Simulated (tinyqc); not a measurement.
Random telegraph noise from one oxide trap in a small MOSFET: one step of the calculation.

An acceptor-like trap exchanges electrons with the channel. Inversion charge Q = Cox u, u = n Vt W0(exp((Vg - VT)/(n Vt))), W0 the Lambert function, n = nf, Cox = eps0 eox/tox; linear regime Id = (W/L) mu Q Vd. Relative to threshold the surface potential rises by Vt ln(u/u0) and the oxide voltage by the rest of Vg - VT, with u0 = n Vt W0(1).

Task. Trap level, time constants and occupancy. N = Cox u/q; dpsi = Vt ln(u/u0); E = E0 - dpsi - (xt/tox)(Vg - VT - dpsi); capture time tc = 1/[(N/zi) vth s0 exp(-xt/lt - EB/Vt)]; emission time te = tc exp(-E/Vt); occupancy te/(tc + te).

Values chosen for this exercise; values of the order met in silicon transistors: temperature T = 250 K; relative permittivity of the gate insulator (close to silicon dioxide) eox = 3.9; insulator thickness tox = 1.6 nm; depth of the trap from the channel interface xt = 0.68 nm; trap level above the channel Fermi level at threshold E0 = 0.21 eV; capture prefactor s0 = 1e-16 cm^2; capture barrier (lattice relaxation) EB = 0.51 eV; tunnelling decay length lt = 0.15 nm; thermal velocity vth = 2.2e7 cm/s; thickness of the inversion layer zi = 2.7 nm; threshold voltage VT = 0.42 V; body factor nf = 1.28; gate voltage Vg = 0.75 V.

Constants: q = 1.602176634e-19 C, kB = 1.380649e-23 J/K, Vt = kB T/q, eps0 = 8.8541878128e-14 F/cm where lengths are in cm. Results are converted to the units shown.

Give: u; N; dpsi; E; tc; te; occupancy.

Result.

u = 0.2674 V
N = 3.601e12 cm^-2
dpsi = 0.06116 V
E = 0.03458 eV
tc = 60.59 s
te = 12.17 s
occupancy = 0.1672

The trap lies 1.6 Vt above the Fermi level, so it is empty most of the time.

Range of the model: VT is taken as given; short-channel effects and the uneven flow of current among few electrons are left out.

Program tinyqc, `OMP_NUM_THREADS=1 python tinyqc.py 2710088 2710089 out.jsonl`; Intel Xeon 2.30GHz, shared host, one thread, about 0.01 s.
